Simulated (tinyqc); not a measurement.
Telling the models apart: thermal, flicker and telegraph noise of a field-effect transistor. Computed by tinyqc, a small Python program. Command: `OMP_NUM_THREADS=1 python tinyqc.py 3016089 3016090 out.jsonl noise walk`. One thread of a shared host (Intel(R) Xeon(R) Processor @ 2.30GHz), about 0.01 s of CPU time with the checks.

Strong inversion, threshold roll-off and channel-length modulation left out; noise sources are uncorrelated and are given as one-sided spectral densities. The drain voltage is 50 mV.

Inputs (values chosen for the exercise, modelled on a high-k silicon transistor):
```
quantity                        value         unit
width W                           1.2   micrometre
length L                         1200           nm
electrical oxide thickness t        2           nm
mobility mu                       470   cm^2/(V s)
oxide trap density N_t          8e+15  1/(eV cm^3)
oxide barrier phi                 1.8           eV
oxide mass m_ox                   0.2          m_0
Hooge parameter alpha_H       1.1e-05            -
frequency f                        40           Hz
temperature T                     400            K
```

Operating region: linear. Flicker model: Hooge.

Constants: eps_0 = 8.8541878128e-12 F/m; hbar = 1.054571817e-34 J s; m_0 = 9.1093837015e-31 kg; e = 1.602176634e-19 C; k_B = 8.617333262e-05 eV/K.

Method. C_ox = 3.9 eps_0/t; I = mu C_ox (W/L) V_ov V_D; g_m = I/V_ov; g_d0 = I/V_D. Tunnelling length lambda = hbar/(2 sqrt(2 m_ox phi)); flat-band noise S_Vfb = e^2 k_B T lambda N_t/(W L C_ox^2 f). Hooge: S_I = I^2 alpha_H/(f N), N = W L C_ox V_ov/e (the source-end density).

Against the overdrive:
```
V_ov (V)  I (microampere)  (g_m/I)^2 (1/V^2)  S_I/I^2 (1/Hz)  S_I/g_m^2 (V^2/Hz)
0.20                8.115             25.000      8.8607e-12          3.5443e-13
0.25               10.144             16.000      7.0885e-12          4.4303e-13
0.32               12.984              9.766      5.5379e-12          5.6708e-13
0.40               16.230              6.250      4.4303e-12          7.0885e-13
0.50               20.287              4.000      3.5443e-12          8.8607e-13
0.63               25.562              2.520      2.8129e-12          1.1164e-12
0.80               32.459              1.562      2.2152e-12          1.4177e-12
1.00               40.574              1.000      1.7721e-12          1.7721e-12
```

What does the comparison show, and why?

S_I/I^2 falls as V_ov^-1.00 at first and V_ov^-1.00 at the end; (g_m/I)^2 as V_ov^-2.00 and V_ov^-2.00. S_I/I^2 follows 1/N, so the input-referred noise rises by a factor 5.00, roughly as V_ov.
